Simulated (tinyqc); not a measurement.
Tolerances: periodic multilayer mirror for extreme ultraviolet light.

s polarisation, vacuum above. q_j = sqrt(N_j^2 - sin^2 theta); interface r_jk = (q_j - q_k)/(q_j + q_k) exp(-2 (2 pi/lam)^2 q_j q_k sg^2) (Nevot-Croce; sg = 0 if not given); phase factor of a layer x_j = exp(4 pi i q_j d_j/lam). Each period has the spacer (thickness (1 - Gm) L) on top of the absorber (Gm L). In this recursion R is the amplitude; R in tables and results is the reflectance, its squared modulus. The substrate is of the spacer material. Starting with R = 0 in it, each interface upward gives R -> (r + R x)/(1 + r R x), x that of the layer below the interface (1 for the substrate).

Values chosen for the exercise (optical constants near those of Mo and Si at 13.5 nm; shifted at random, so the results belong to these values and not to a real crystal): lam = 13.5 nm (wavelength); dA = (0.0736, 0.00682) (delta and beta of the absorber, N = 1 - delta + i beta); dS = (0.0008, 0.00191) (delta and beta of the spacer and the substrate); L = 6.95 nm (period); Gm = 0.38 (absorber share of the period); theta = 6 degrees (angle from the normal); sg = 0.5 nm (interface roughness); Np = 40 (periods).

R of the mirror, and R^10 for a chain of ten such mirrors.

Results for these values:
```
case       R    R^10
base  0.6756  0.0198
```

What happens to each result for lam = 13.55 nm, all else kept?

Answer: R falls from 0.6756 to 0.6729; R^10 falls from 0.0198 to 0.0190.

The same for each parameter in turn:
```
case                         R    R^10
base                    0.6756  0.0198
L = 6.99 nm             0.6617  0.0161
Gm = 0.42               0.6769  0.0202
theta = 8 degrees       0.6717  0.0187
sg = 0.7 nm             0.6416  0.0118
dA = (0.0736, 0.00818)  0.6479  0.0130
lam = 13.55 nm          0.6729  0.0190
```

tinyqc: `OMP_NUM_THREADS=1 python tinyqc.py 1651508 1651509 out.jsonl`; about 0.01 s, one thread, shared Intel(R) Xeon(R) Processor @ 2.30GHz.
